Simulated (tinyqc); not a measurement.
Short-channel transistor, virtual-source model with series resistance: effect of the threshold at zero drain voltage on the on and off currents.

The current per gate width is the charge at the top of the source barrier (the virtual source) times its velocity times a saturation function; al and be are fitting constants of the model. Units: I in uA/um, Rs in ohm um, so I Rs = 1e-6 I Rs in volts; Q in uC/cm^2, so I = 1e-4 Q vx0 Fsat with vx0 in cm/s.

Intrinsic voltages Vg' = Vgs - I Rs, Vd' = Vds - 2 I Rs. n = n0 + nd Vd', VT = VT0 - dl Vd', Ff = 1/(1 + exp((Vg' - VT + al Vt/2)/(al Vt))), Q = Cinv n Vt ln(1 + exp((Vg' - VT + al Vt Ff)/(n Vt))), Vdsat = (vx0 L/mu)(1 - Ff) + Vt Ff, Fsat = u/(1 + u^be)^(1/be) with u = Vd'/Vdsat, and I = Q vx0 Fsat per width. I is solved self-consistently. Ion is I at Vgs = Vds = 0.5 V, Ioff at Vgs = 0, Vds = 0.5 V, and Rlin = Vds/I at Vgs = 0.5 V, Vds = 0.05 V.

Inputs (values chosen for the exercise):
```
symbol,value,unit,meaning
T,300,K,temperature
Cinv,1.64,uF/cm^2,inversion capacitance
vx0,1.85e7,cm/s,velocity at the virtual source
mu,580,cm^2/(V s),apparent mobility
L,12,nm,channel length
dl,0.03,V/V,drain-induced barrier lowering
n0,1.44,,subthreshold factor
nd,0,1/V,growth of n with drain voltage
al,3.5,,threshold shift (in units of Vt) from weak to strong inversion
be,2,,sharpness of saturation
Rs,30,ohm um,series resistance of each contact
```

Constants: q = 1.602176634e-19 C, kB = 1.380649e-23 J/K, Vt = kB T/q. Results are converted to the units shown.

Results:

| VT0 (V) | Ion (uA/um) | Ioff (nA/um) | log10(Ion/Ioff) | Rlin (ohm um) |
|---|---|---|---|---|
| 0.15 | 1010 | 1.625e4 | 1.794 | 102.4 |
| 0.2 | 875.0 | 5639 | 2.191 | 110.5 |
| 0.25 | 741.2 | 1765 | 2.623 | 121.9 |
| 0.3 | 609.9 | 515.4 | 3.073 | 138.8 |
| 0.35 | 482.7 | 143.9 | 3.526 | 165.2 |
| 0.4 | 362.0 | 39.10 | 3.967 | 209.6 |
| 0.5 | 158.3 | 2.765 | 4.758 | 456.6 |

Estimate the missing row, VT0 = 0.45 V.

Computed row:

| VT0 (V) | Ion (uA/um) | Ioff (nA/um) | log10(Ion/Ioff) | Rlin (ohm um) |
|---|---|---|---|---|
| 0.45 | 252.0 | 10.45 | 4.382 | 291.0 |

With this row back in the table: As VT0 goes from 0.15 to 0.5 V, Ion falls from 1010 to 158 uA/um, Ioff falls from 16200 to 2.76 nA/um and Rlin rises from 102 to 457 ohm um. Ion changes by a factor of 0.157 and Ioff by 1.70e-4. The off current depends on it through an exponential, the on current about linearly. For VT0 = 0.15 to 0.25 V the off current passes 1 uA/um, so the device is hardly off at Vgs = 0.

Program tinyqc, `OMP_NUM_THREADS=1 python tinyqc.py 2380172 2380173 out.jsonl`; Intel Xeon 2.30GHz, shared host, one thread, about 0.02 s.
